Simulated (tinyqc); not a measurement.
Threshold-voltage variability of a planar MOSFET, analytic estimates: one step of the calculation.

Three independent sources add in quadrature: random dopants in the depleted layer, metal-gate grains of two orientations, and roughness of the two gate edges acting through the roll-off VT = VT(long) - Vr exp(-L/l). These are first-order estimates: no three-dimensional electrostatics, no percolation.

Question. Total spread, mismatch and leakage. s = sqrt(s1^2 + s2^2 + s3^2). For a pair: s(dVT) = sqrt(2) s; current mismatch sqrt(2) sqrt((gI s)^2 + sb^2); input offset = current mismatch/gI. For a Gaussian VT the off current is log-normal with mean/median = exp(s^2/(2 (n Vt)^2)).

Inputs (values chosen for the exercise); material values close to those of silicon:
```
symbol  value  unit                                  meaning
T         300     K                              temperature
n        1.12                            subthreshold factor
gI          5   1/V                   gm/I of a matched pair
sb        0.6     %  spread of the gain factor of one device
```

Constants: q = 1.602176634e-19 C, kB = 1.380649e-23 J/K, Vt = kB T/q. Results are converted to the units shown.

s1 = 33.855030 mV
s2 = 14.770979 mV
s3 = 3.5202305 mV

Wanted: s; s(dVT); current mismatch; input offset; mean/median of Ioff.

Answer.

s = 37.104 mV
s(dVT) = 52.474 mV
current mismatch = 26.250 %
input offset = 52.501 mV
mean/median of Ioff = 2.2730

tinyqc, about 0.01 s, one thread, Intel Xeon 2.30GHz (shared host): `OMP_NUM_THREADS=1 python tinyqc.py 2090045 2090046 out.jsonl`
